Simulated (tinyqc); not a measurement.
Sp3 tight binding, zinc-blende lattice, step by step. One step of it, computed by the program tinyqc.

Problem. Bloch Hamiltonian at k. Slater-Koster rules over the four bonds with direction cosines (l, m, n): ss V_ss; s-px l V_sp; px-s -l V_sp; px-px l^2 V_pps + (1 - l^2) V_ppp; px-py l m (V_pps - V_ppp); each times exp(i k.d).

Parameters chosen for this model: zinc-blende lattice, anion at 0, cation at a/4 (1,1,1); V = eta hbar^2 / (m d^2), hbar^2/m = 7.619964 eV angstrom^2:
```
parameter,value,unit
a,5.440000,angstrom
d,2.355589,angstrom
Es anion,-15.520000,eV
Ep anion,-5.800000,eV
Es cation,-15.520000,eV
Ep cation,-5.800000,eV
eta ss,-1.330000,
eta sp,1.800000,
eta pp sigma,2.950000,
eta pp pi,-0.830000,
V ss,-1.826440,eV
V sp,2.471874,eV
V pp sigma,4.051127,eV
V pp pi,-1.139809,eV
```

k point k (2 pi / a): 0.640000  -0.210000  -0.790000

Give: H(k) at k.

Solution.

H(k) at k (eV):
```
,a s,a px,a py,a pz,c s,c px,c py,c pz
a s,-15.5200,0.0000,0.0000,0.0000,-1.1996+1.8903i,-0.9374+1.4771i,4.3142-0.3209i,0.5057-2.7379i
a px,0.0000,-5.8000,0.0000,0.0000,0.9374-1.4771i,0.3879-0.6112i,0.6131-3.3195i,5.2307-0.3891i
a py,0.0000,0.0000,-5.8000,0.0000,-4.3142+0.3209i,0.6131-3.3195i,0.3879-0.6112i,-1.1365+1.7909i
a pz,0.0000,0.0000,0.0000,-5.8000,-0.5057+2.7379i,5.2307-0.3891i,-1.1365+1.7909i,0.3879-0.6112i
c s,-1.1996-1.8903i,0.9374+1.4771i,-4.3142-0.3209i,-0.5057-2.7379i,-15.5200,0.0000,0.0000,0.0000
c px,-0.9374-1.4771i,0.3879+0.6112i,0.6131+3.3195i,5.2307+0.3891i,0.0000,-5.8000,0.0000,0.0000
c py,4.3142+0.3209i,0.6131+3.3195i,0.3879+0.6112i,-1.1365-1.7909i,0.0000,0.0000,-5.8000,0.0000
c pz,0.5057+2.7379i,5.2307+0.3891i,-1.1365-1.7909i,0.3879+0.6112i,0.0000,0.0000,0.0000,-5.8000
```
